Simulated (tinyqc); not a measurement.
Comparisons within one model: ellipsoidal valleys in the axes of a wafer and a channel. A value that a table varies takes the place of the one given here.

Valleys with axes a along x, y and z, one whole valley each; inverse mass tensor w = 1/mt + (1/ml - 1/mt) a a. Device axes: z = nz/|nz|, x = nx/|nx|, y = z cross x; in them a = (ax, ay, az). Confinement mass mz = 1/w_zz. In the plane w_ij is replaced by u_ij = w_ij - w_iz w_jz/w_zz (i, j = x, y); density-of-states mass md = 1/sqrt(det u); conductivity mass along x mc = 1/u_xx; ballistic transport mass mx = u_yy/det u, width mass my = 1/u_yy.

Hard walls: E_n = c (n pi/t)^2/mz, c = hbar^2/2m0, n = 1, 2, 3. Non-degenerate share of a valley proportional to md sum_n exp(-E_n/kT); mean 1/mc = sum of share/mc. 1 nm = 10 angstrom.

Constants: hbar^2/2m0 = 3.80998211 eV angstrom^2; kB = 8.617333262e-05 eV/K.

Inputs chosen for the exercise (near those of the X valleys of AlAs; the results hold for these values, not for the real material): ml = 1.08 m0 (longitudinal mass); mt = 0.199 m0 (transverse mass); t = 7.6 nm (thickness of the film); T = 300 K (temperature); nz = (1, 1, 0) (surface normal (confinement)); nx = (1, -1, 1) (channel direction).

## Wafer and channel orientation

For each face/channel: the lowest ladder (mz, number of valleys, md, E1, share) and the mean conductivity mass over all valleys.

Results:
```
face/channel     mz  valleys     md  E1 (meV)  share  mean mc
(210)/[001]   0.573        1  0.273      11.4  0.443   0.2524
(110)/[1-10]  0.336        2  0.357      19.4  0.736   0.4039
(113)/[1-10]  0.598        1  0.267      10.9  0.448   0.2629
(112)/[11-1]  0.436        1  0.313      14.9  0.410   0.3492
(111)/[1-10]  0.273        3  0.396      23.8  1.000   0.3176
(111)/[11-2]  0.273        3  0.396      23.8  1.000   0.3176
(001)/[110]   1.080        1  0.199       6.0  0.493   0.2508
```

The mean conductivity mass is lowest, 0.2508, for (001)/[110] and highest, 0.4039, for (110)/[1-10]; the bulk value is 0.2733. The confinement energy is lowest on the face with the heaviest mz ((001), 6 meV). The density of states of the lowest ladder, valleys times md, runs between 0.199 and 1.187; a small value limits the charge through the quantum capacitance.

## Thickness of the film

Share of the lowest ladder and mean conductivity mass.

Results:
```
t (nm)  lowest E1 (meV)  spread of E1 (meV)  share of the lowest ladder  mean mc
2.0               279.7               192.7                       1.000   0.3679
3.0               124.3                85.6                       0.977   0.3651
4.0                69.9                48.2                       0.908   0.3567
5.0                44.8                30.8                       0.836   0.3482
7.0                22.8                15.7                       0.750   0.3386
10.0               11.2                 7.7                       0.708   0.3342
14.0                5.7                 3.9                       0.687   0.3320
```

The spread falls as 1/t^2 and passes kT = 25.9 meV between t = 5 and 7 nm; the share of the lowest ladder goes from 1.000 to 0.687 and the mean mass goes from 0.3679 to 0.3320, against 0.3299 for equal shares, the limit of a thick film (the bulk value 3/(1/ml + 2/mt) is 0.2733; the two differ since axes are tilted in the x-z plane and in a quantised film no valley carries current across it; once scattering blurs the subbands the bulk value returns). Three subbands a valley become too few once E3 nears kT. In the thinnest rows E1 (280 meV) is beyond the parabolic range.

## What each parameter does

Lowest E1, its share and the mean conductivity mass. Each row changes one parameter from the base and keeps the others.

Results:
```
case           lowest E1 (meV)   share  mean mc (m0)
base                     19.37  0.7365        0.3372
ml = 1.188 m0            19.10  0.7378        0.3452
mt = 0.219 m0            17.88  0.7286        0.3614
t = 6.84 nm              23.92  0.7540        0.3391
T = 330 K                19.37  0.7300        0.3365
```

The largest shifts from the base row, up to three for each result and ties (the steps differ in size, so this ranks the rows, not the parameters). lowest E1 (meV): t +4.54, mt -1.49, ml -0.27; unchanged at the printed digits by T. share: t +0.0176, mt -0.0078, T -0.0065. mean mc (m0): mt +0.0242, ml +0.0080, t +0.0019.

Computed by tinyqc, a small Python program: `OMP_NUM_THREADS=1 python tinyqc.py 1851217 1851218 out.jsonl` (the numbers bound the seed that draws the inputs); one thread of a shared host (Intel(R) Xeon(R) Processor @ 2.30GHz), about 0.01 s for the whole set of steps.
